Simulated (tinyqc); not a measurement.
Changing the dose Q: implant damage, amorphisation by cascade overlap, and solid-phase epitaxial regrowth. Computed by tinyqc, a small Python program. Command: `OMP_NUM_THREADS=1 python tinyqc.py 3111181 3111182 out.jsonl sper sweep`. One thread of a shared host (Intel(R) Xeon(R) Processor @ 2.30GHz), about 0.01 s of CPU time with the checks.

Range and width of the damage are inputs. Dynamic annealing enters only through the surviving share f.

Inputs (values chosen for the exercise, modelled on phosphorus ions in silicon):
```
quantity                           value    unit
atomic density N                    49.9  1/nm^3
ion Z1                                15       -
ion mass M1                           31       u
target Z2                             14       -
target mass M2                     28.09       u
ion energy E                          19     keV
displacement energy E_d               17      eV
depth of the damage peak R_d          17      nm
width of the damage profile s_d      8.5      nm
share of defects that survive f        1       -
critical displaced share x_c        0.15       -
regrowth prefactor v0            4.6e+15    nm/s
regrowth energy E_a                 2.71      eV
anneal temperature                   553       C
rate relative to (100)              0.33       -
peak enhancement by the dopant       9.9       -
```

Constants: a_0 = 0.529177210903 angstrom; e^2/(4 pi eps_0) = 14.39964548 eV angstrom; k_B = 8.617333262e-05 eV/K.

Method:
- Robinson partition: eps = E a M2/(Z1 Z2 (e^2/(4 pi eps_0)) (M1 + M2)), a = 0.8853 a_0/sqrt(Z1^(2/3) + Z2^(2/3)); k = 0.0793 Z1^(2/3) Z2^(1/2) (M1 + M2)^(3/2)/((Z1^(2/3) + Z2^(2/3))^(3/4) M1^(3/2) M2^(1/2)); damage energy T_d = E/(1 + k (eps + 0.40244 eps^(3/4) + 3.4008 eps^(1/6))); displacements nu = 0.8 T_d/(2 E_d).
- Displaced share x(z) = f nu Q exp(-(z - R_d)^2/(2 s_d^2))/(sqrt(2 pi) s_d N); the layer is amorphous where x > x_c, between R_d -/+ s_d sqrt(2 ln(x_max/x_c)), the upper edge being cut at the surface. Threshold dose Q_c = Q x_c/x_max.
- Displaced atoms per area beyond the lower edge z2: f nu Q (1/2) erfc((z2 - R_d)/(sqrt2 s_d)); they are not removed by regrowth.
- v = v0 x orientation factor x exp(-E_a/(k_B T)) x [1 + (enhancement - 1) exp(-(z - R_d)^2/(2 s_d^2))], T = anneal temperature + 273.15 K; the dopant is taken to follow the damage profile; the lower front moves from the lower edge z2 to the surface, or to the middle (z1 + z2)/2 of a buried layer with upper edge z1; time = int dz/v; the equivalent undoped distance is that time times the undoped velocity.

One run for each value:
```
dose Q (1/cm^2)  lower edge (nm)  upper edge (nm)  displaced atoms beyond z2 (1/cm^2)  time with enhancement (s)
6.20e+13                   21.67            12.33                           5.405e+15                       11.1
1.30e+14                   28.35             5.65                           3.536e+15                       34.2
2.60e+14                   32.13             1.87                           2.919e+15                       57.7
5.40e+14                   35.29             0.00                           2.536e+15                      163.4
1.10e+15                   37.91             0.00                           2.283e+15                      199.6
2.30e+15                   40.32             0.00                           2.089e+15                      241.0
4.70e+15                   42.44             0.00                           1.942e+15                      282.4
9.70e+15                   44.42             0.00                           1.821e+15                      323.8
2.00e+16                   46.27             0.00                           1.721e+15                      363.8
```

Describe the trends.

Over the rows, lower edge (nm) rises from 21.7 to 46.3 (exponent d ln y / d ln x 0.36 between the first rows and 0.056 between the last); upper edge (nm) falls from 12.3 to 0, flat over part of the range; displaced atoms beyond z2 (1/cm^2) falls from 5.41e15 to 1.72e15 (exponent d ln y / d ln x -0.57 between the first rows and -0.078 between the last).  Left out: 3.00e13 (the dose does not amorphise).
